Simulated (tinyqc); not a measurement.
Along the channel and with depth: stress in a transistor channel from embedded alloy regions, liners and fins, by half-space elasticity. Computed by tinyqc, a small Python program. Command: `OMP_NUM_THREADS=1 python tinyqc.py 3024737 3024738 out.jsonl stressor walk`. One thread of a shared host (Intel(R) Xeon(R) Processor @ 2.30GHz), about 0.01 s of CPU time with the checks.

Plane strain in an isotropic half-space, the same constants everywhere; x along the channel from its centre, y downwards from the free surface; stress is positive in tension.

Inputs (values chosen for the exercise, modelled on silicon):

| quantity | value | unit |
|---|---|---|
| alloy fraction x | 0.17 | - |
| lattice change per unit x, beta | 0.0417 | - |
| Young's modulus E | 168 | GPa |
| Poisson ratio nu | 0.27 | - |
| channel length L | 108 | nm |
| length of each stressor S | 120 | nm |
| recess depth d | 85 | nm |
| depth of the field point y | 5.4 | nm |

Stressor: Si(1-x)Ge(x) source and drain.

Method. Misfit e = beta x. A fully constrained inclusion holds the stress -p with p = E e/(1 - 2 nu); a blanket film would hold -E e/(1 - nu) in the plane. A line element dA of misfit at (a, c) in the half-space gives, with C = E e/(2 pi (1 - nu)), X = x - a, r1^2 = X^2 + (y - c)^2, r2^2 = X^2 + Y^2, Y = y + c: s_xx = -C dA {[X^2 - (y - c)^2]/r1^4 + 3 [X^2 - Y^2]/r2^4 + 4 y Y (Y^2 - 3 X^2)/r2^6}, s_yy = C dA {[X^2 - (y - c)^2]/r1^4 - [X^2 - Y^2]/r2^4 + 4 y Y (Y^2 - 3 X^2)/r2^6}. These are integrated over two rectangles, L/2 < |a| < L/2 + S, 0 < c < d (closed form in a, 200 Gauss-Legendre points in c).

misfit e = 0.007089

Stress (MPa):

| 2x/L | s_xx at y | s_yy at y | s_xx at d/2 | s_xx at 1.5 d |
|---|---|---|---|---|
| 0.0 | -1005.2 | -1.301 | -309.89 | 133.71 |
| 0.2 | -1004.2 | -1.039 | -311.62 | 136.28 |
| 0.4 | -996.3 | 0.029 | -321.00 | 144.60 |
| 0.6 | -959.6 | 3.892 | -350.00 | 160.13 |
| 0.8 | -810.3 | 32.465 | -411.94 | 183.53 |

Near the surface s_xx changes by -19 % from the centre to 2x/L = 0.8. At the centre, s_xx at half the recess depth is 0.31 of its value at y, and below the recess -0.13. An element acts with the sign of X^2 - (y - c)^2, so its direct term reverses where the offset in depth exceeds the lateral distance, and the image terms that amplify the stress near the surface fade with depth.
